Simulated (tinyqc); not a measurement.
Worked calculation: plane-wave Kohn-Sham cycle with exchange-only LDA in a layered model solid. Computed by tinyqc, a small Python program that keeps every step. Settings: points = 16, plane-wave index or count = 2, electrons = 2, k points = 2, area = 29.0, mixing = 0.8, iteration cap = 67, Kerker q0 = 1.23. Command: `OMP_NUM_THREADS=1 python tinyqc.py 21235 21236 out.jsonl` (the two numbers bound the seeds that draw the settings). One thread of a shared host (Intel(R) Xeon(R) Processor @ 2.60GHz), about 0.03 s of CPU time with the checks. Later iterations appear only in the table of the cycle.

## Iteration 1: potential

A solid whose potential varies along x alone (atomic units):

| parameter | value |
|---|---|
| period a | 8.300000 |
| cross-section of the cell | 29.000000 |
| electrons per cell | 2 |
| grid points | 16 |
| plane waves -n..n, n | 2 |
| k points | 2 |
| V1 in V1 cos(2 pi x/a) | -0.600000 |
| V2 in V2 cos(4 pi x/a) | 0.010000 |

density at the start, on the grid x_j = j a/N (e/bohr^3): 0.008309  0.008309  0.008309  0.008309  0.008309  0.008309  0.008309  0.008309  0.008309  0.008309  0.008309  0.008309  0.008309  0.008309  0.008309  0.008309

V_H(G) = 4 pi rho(G)/G^2 for G != 0 (uniform background); v_x = -(3 rho/pi)^(1/3); V = V_ext + V_H + v_x; Fourier components f(G_m) = (1/N) sum_j f(x_j) exp(-i G_m x_j).

Potentials on the grid (hartree):

| x | V_ext | V_H | v_x | V |
|---|---|---|---|---|
| 0.0000 | -0.5900 | 0.0000 | -0.1995 | -0.7895 |
| 0.5188 | -0.5473 | 0.0000 | -0.1995 | -0.7467 |
| 1.0375 | -0.4243 | 0.0000 | -0.1995 | -0.6237 |
| 1.5562 | -0.2367 | 0.0000 | -0.1995 | -0.4361 |
| 2.0750 | -0.0100 | 0.0000 | -0.1995 | -0.2095 |
| 2.5938 | 0.2225 | 0.0000 | -0.1995 | 0.0231 |
| 3.1125 | 0.4243 | 0.0000 | -0.1995 | 0.2248 |
| 3.6313 | 0.5614 | 0.0000 | -0.1995 | 0.3619 |
| 4.1500 | 0.6100 | 0.0000 | -0.1995 | 0.4105 |
| 4.6688 | 0.5614 | 0.0000 | -0.1995 | 0.3619 |
| 5.1875 | 0.4243 | 0.0000 | -0.1995 | 0.2248 |
| 5.7062 | 0.2225 | 0.0000 | -0.1995 | 0.0231 |
| 6.2250 | -0.0100 | 0.0000 | -0.1995 | -0.2095 |
| 6.7438 | -0.2367 | 0.0000 | -0.1995 | -0.4361 |
| 7.2625 | -0.4243 | 0.0000 | -0.1995 | -0.6237 |
| 7.7812 | -0.5473 | 0.0000 | -0.1995 | -0.7467 |

V(G_m), m = 0, 1, 2, ... (hartree): -0.1995  -0.3000  0.0050  0.0000  0.0000

## Iteration 1: Hamiltonian at one k

k = 0.2500 2 pi / a

H(m,m') = (k + G_m)^2/2 delta + V(G_m - G_m'), with V(-G) = V(G).

H (hartree):
```
         -2       -1       +0       +1       +2
-2   0.6781  -0.3000   0.0050   0.0000   0.0000
-1  -0.3000  -0.0383  -0.3000   0.0050   0.0000
+0   0.0050  -0.3000  -0.1815  -0.3000   0.0050
+1   0.0000   0.0050  -0.3000   0.2483  -0.3000
+2   0.0000   0.0000   0.0050  -0.3000   1.2511
```

## Iteration 1: levels at that k

Diagonalise the Hermitian matrix.

eigenvalues (hartree): -0.5216  -0.0250  0.3630  0.8020  1.3393

## Iteration 1: new density

Motion across x is left out: the lowest 1 band(s) hold two electrons at each of the k points (j + 1/2)/nk - 1/2. Residual R = rho(out) - rho(in); rho(new) = rho(in) + 0.8 R, with R(G) scaled by G^2/(G^2 + 1.23^2) (Kerker). rho(out) = 2/(a A nk) sum |psi|^2 with psi = sum c exp(i G x). Harris energy E = band energy - dV sum rho (V_H/2 + v_x) + (3/4) dV sum rho v_x with rho(in), dV = a A/N, band energy = (2/nk) sum of the filled levels.

rho(out) (e/bohr^3): 0.027204  0.023901  0.016147  0.008301  0.003216  0.000955  0.000244  0.000080  0.000055  0.000080  0.000244  0.000955  0.003216  0.008301  0.016147  0.023901

density after iteration 1 (e/bohr^3): 0.014344  0.012879  0.009650  0.006913  0.005878  0.006157  0.006812  0.007288  0.007448  0.007288  0.006812  0.006157  0.005878  0.006913  0.009650  0.012879

energy per cell = -0.943488 hartree

## Iteration 2: potential

As before.

Potentials on the grid (hartree):

| x | V_ext | V_H | v_x | V |
|---|---|---|---|---|
| 0.0000 | -0.5900 | 0.0754 | -0.2393 | -0.7538 |
| 0.5188 | -0.5473 | 0.0657 | -0.2308 | -0.7124 |
| 1.0375 | -0.4243 | 0.0409 | -0.2097 | -0.5930 |
| 1.5562 | -0.2367 | 0.0115 | -0.1876 | -0.4127 |
| 2.0750 | -0.0100 | -0.0136 | -0.1777 | -0.2014 |
| 2.5938 | 0.2225 | -0.0310 | -0.1805 | 0.0111 |
| 3.1125 | 0.4243 | -0.0412 | -0.1867 | 0.1964 |
| 3.6313 | 0.5614 | -0.0462 | -0.1909 | 0.3243 |
| 4.1500 | 0.6100 | -0.0477 | -0.1923 | 0.3700 |
| 4.6688 | 0.5614 | -0.0462 | -0.1909 | 0.3243 |
| 5.1875 | 0.4243 | -0.0412 | -0.1867 | 0.1964 |
| 5.7062 | 0.2225 | -0.0310 | -0.1805 | 0.0111 |
| 6.2250 | -0.0100 | -0.0136 | -0.1777 | -0.2014 |
| 6.7438 | -0.2367 | 0.0115 | -0.1876 | -0.4127 |
| 7.2625 | -0.4243 | 0.0409 | -0.2097 | -0.5930 |
| 7.7812 | -0.5473 | 0.0657 | -0.2308 | -0.7124 |

V(G_m), m = 0, 1, 2, ... (hartree): -0.1975  -0.2800  0.0024  -0.0011  0.0004

## Iteration 2: Hamiltonian at one k

k = 0.2500 2 pi / a

As before.

H (hartree):
```
         -2       -1       +0       +1       +2
-2   0.6800  -0.2800   0.0024  -0.0011   0.0004
-1  -0.2800  -0.0363  -0.2800   0.0024  -0.0011
+0   0.0024  -0.2800  -0.1795  -0.2800   0.0024
+1  -0.0011   0.0024  -0.2800   0.2502  -0.2800
+2   0.0004  -0.0011   0.0024  -0.2800   1.2531
```

## Iteration 2: levels at that k

As before.

eigenvalues (hartree): -0.4916  -0.0122  0.3537  0.7878  1.3299

## Iteration 2: new density

As before.

rho(out) (e/bohr^3): 0.026873  0.023672  0.016126  0.008425  0.003358  0.001043  0.000284  0.000097  0.000066  0.000097  0.000284  0.001043  0.003358  0.008425  0.016126  0.023672

density after iteration 2 (e/bohr^3): 0.017929  0.015781  0.010954  0.006633  0.004669  0.004701  0.005472  0.006121  0.006354  0.006121  0.005472  0.004701  0.004669  0.006633  0.010954  0.015781

energy per cell = -0.893394 hartree

## Convergence

Stop when sqrt(dV sum R^2) is below 1e-8, dV = a A/N.

Course of the cycle:

| iteration | E (hartree) | norm of the residual |
|---|---|---|
| 1 | -0.943488 | 1.48e-01 |
| 2 | -0.893394 | 1.09e-01 |
| 3 | -0.861950 | 8.17e-02 |
| 4 | -0.843923 | 6.21e-02 |
| 5 | -0.833960 | 4.74e-02 |
| 6 | -0.828610 | 3.62e-02 |
| 7 | -0.825827 | 2.77e-02 |
| 8 | -0.824435 | 2.12e-02 |
| 9 | -0.823778 | 1.62e-02 |
| 10 | -0.823497 | 1.24e-02 |
| 11 | -0.823399 | 9.46e-03 |
| ... | ... | ... |
| 55 | -0.823527 | 1.07e-07 |
| 56 | -0.823527 | 8.27e-08 |
| 57 | -0.823527 | 6.40e-08 |
| 58 | -0.823527 | 4.95e-08 |
| 59 | -0.823527 | 3.83e-08 |
| 60 | -0.823527 | 2.96e-08 |
| 61 | -0.823527 | 2.29e-08 |
| 62 | -0.823527 | 1.77e-08 |
| 63 | -0.823527 | 1.37e-08 |
| 64 | -0.823527 | 1.06e-08 |
| 65 | -0.823527 | 8.18e-09 |

Converged in 65 iterations. Before convergence this energy mixes input and output and is not variational, so it may rise towards its limit.
